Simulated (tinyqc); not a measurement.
Gate sheet resistance from two finger widths.

Problem. At low frequency R = Rsh Wf/(3 L) + B/Wf, where B collects the channel and vertical terms. Find Rsh, B and the width of lowest R.

Parameters, values chosen for the exercise:
- L = 0.28 um (channel length)

input resistance of single fingers, contacted at one end, of width 0.7 and 11 um (ohm): 292.26190  344.65368

Solution. R Wf is a straight line in Wf^2; the minimum of R lies where both terms are equal.

Rsh = 25.0 ohm/square
B = 190 ohm um
width of lowest R = 2.53 um

Program tinyqc, `OMP_NUM_THREADS=1 python tinyqc.py 2262153 2262154 out.jsonl`; Intel Xeon 2.30GHz, shared host, one thread, about 0.01 s.
